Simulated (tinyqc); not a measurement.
Inside a calculation. Method: MP2 on RHF in the 6-311g basis, for H2, spin multiplicity 1. One step of it, computed by the program tinyqc.

Problem. Iteration 6 (converged): orbitals. Diagonalise F' = X^T F X, C = X C', fill 1 alpha and 1 beta electrons from the bottom; D = 2 C_occ C_occ^T. Each column has its largest component positive (the first on a tie).

converged F (hartree), lower triangle:
```
           1H 1s      1H 2s      1H 3s      2H 1s      2H 2s      2H 3s
1H 1s   0.700186
1H 2s  -0.325285  -0.248245
1H 3s  -0.401880  -0.334599  -0.255201
2H 1s  -0.276983  -0.354379  -0.340724   0.700186
2H 2s  -0.354379  -0.387041  -0.352355  -0.325285  -0.248245
2H 3s  -0.340724  -0.352355  -0.282597  -0.401880  -0.334599  -0.255201
```

X, lower triangle:
```
           1H 1s      1H 2s      1H 3s      2H 1s      2H 2s     2H 3s
1H 1s   1.375173
1H 2s  -0.750667   2.155336
1H 3s   0.209066  -1.030329   2.200507
2H 1s   0.042183   0.015083  -0.050493   1.375173
2H 2s   0.015083  -0.310994   0.228045  -0.750667   2.155336
2H 3s  -0.050493   0.228045  -0.989555   0.209066  -1.030329  2.200507
```

Give: F' = X^T F X; orbital energies; coefficients C; D after iteration 6.

Solution.

F' = X^T F X (hartree), lower triangle:
```
        1       2       3       4       5      6
1   1.724
2  -1.172   0.923
3   0.001  -0.379   0.169
4   0.013  -0.159  -0.126   1.724
5  -0.159  -0.200  -0.028  -1.172   0.923
6  -0.126  -0.028  -0.133   0.001  -0.379  0.169
```

orbital energies (hartree): MO1 -0.503, MO2 0.100, MO3 0.338, MO4 0.519, MO5 2.515, MO6 2.660

coefficients C:
```
         MO1     MO2     MO3     MO4     MO5     MO6
1H 1s  0.152   0.114  -0.045  -0.098  -1.092  -1.124
1H 2s  0.305   0.111  -0.871  -1.240   1.605   1.201
1H 3s  0.187   1.329   0.906   1.774  -1.000  -0.459
2H 1s  0.152  -0.114  -0.045   0.098   1.092  -1.124
2H 2s  0.305  -0.111  -0.871   1.240  -1.605   1.201
2H 3s  0.187  -1.329   0.906  -1.774   1.000  -0.459
```

D after iteration 6, lower triangle:
```
       1H 1s  1H 2s  1H 3s  2H 1s  2H 2s  2H 3s
1H 1s  0.046
1H 2s  0.093  0.186
1H 3s  0.057  0.114  0.070
2H 1s  0.046  0.093  0.057  0.046
2H 2s  0.093  0.186  0.114  0.093  0.186
2H 3s  0.057  0.114  0.070  0.057  0.114  0.070
```
